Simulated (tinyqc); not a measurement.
Effective-mass impurity with a central-cell term, in a basis of Slater functions: one step, computed by the program tinyqc. Command: `OMP_NUM_THREADS=1 python tinyqc.py 3008409 3008410 out.jsonl centralcell walk`. One thread of a shared host (Intel(R) Xeon(R) Processor @ 2.30GHz), about 0.01 s of CPU time with the checks.

The envelope obeys H = -nabla^2 - (2/r) [Z + A exp(-kappa r)] in effective units, with kappa = a*/lambda; positive A deepens the well near the core.

Problem. Generalised eigenproblem. (T + V + W) c = E S c with c^T S c = 1 and the largest component positive.

Impurity: donor, one isotropic band.

kinetic T (Ry*):
```
,1,2
1,0.1444,0.2420296
2,0.2420296,0.5776
```

Coulomb V (Ry*):
```
,1,2
1,-0.76,-0.9553798
2,-0.9553798,-1.52
```

central cell W (Ry*):
```
,1,2
1,-0.001503444,-0.004164605
2,-0.004164605,-0.01153862
```

overlap S:
```
,1,2
1,1.000000,0.838052
2,0.838052,1.000000
```

Give: two lowest levels; coefficients of the lowest state; <T>; <W>.

Solution.

two lowest levels (Ry*): [-0.98605, -0.25161]

coefficients of the lowest state: [-0.3833, 1.2991]

<T> = 0.75497 Ry*

<W> = -0.015547 Ry*
